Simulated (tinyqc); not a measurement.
Mesh and choice of bands: charge neutrality level from zone-averaged pseudopotential bands.

Empirical pseudopotential on the fcc lattice, atoms at +/- tau, tau = a (1,1,1)/8, no spin-orbit coupling. H(G,G') = c (2 pi/a)^2 |k + G|^2 delta + VS(q) cos(q.tau) + i VA(q) sin(q.tau), q = G - G', c = hbar^2/2m0; k and G in units of 2 pi/a; VS at |q|^2 = 3, 8, 11 and VA at 3, 4, 11, in rydberg, zero elsewhere. At each k the basis holds all G with |k + G|^2 up to 16; energies are counted from the fourth level at Gamma.

Mesh: k = sum_i (n_i + 1/2)/N b_i, n_i = 0 ... N - 1, b = (-1,1,1), (1,-1,1), (1,1,-1); points with the same sorted |kx|, |ky|, |kz| after folding to the shortest k + G are joined, with their count as weight. Neutrality (branch-point) level: E_N = (1/2) mean over k of [E5 + (E3 + E4)/2], E_n the n-th level from below.

Constants: hbar^2/2m0 = 3.80998211 eV angstrom^2; Ry = 13.60569312 eV.

Parameters, chosen for this exercise:
```
symbol  value               unit      meaning
a       6.122               angstrom  lattice constant
VS      (-0.222, -0, 0.05)  Ry        symmetric form factors
VA      (0.06, 0.05, 0.01)  Ry        antisymmetric form factors
```

E_N with E5 alone, and with (E5 + E6)/2 in its place.

Results:
```
N,joined points,E_N (eV),"E_N, two conduction bands (eV)"
1,1,0.4517,1.2646
2,2,0.5987,1.2052
3,6,0.7646,1.1093
4,10,0.7430,1.1269
5,19,0.7523,1.1197
```

For scale, the lowest gap of this set is 0.73 eV. Against N = 5 the errors are -301, -154, +12 and -9 meV for N = 1 to 4 (N = 1 is the L point alone). Taking the second conduction band in moves E_N by +0.37 eV, more than the mesh error at N = 2: the definition, not the mesh, limits the estimate. Local form factors place the indirect gaps only to a few tenths of an eV, and E_N moves with them.

Program tinyqc; command `OMP_NUM_THREADS=1 python tinyqc.py 1851256 1851257 out.jsonl`; about 0.09 s on one thread of a shared Intel(R) Xeon(R) Processor @ 2.30GHz.
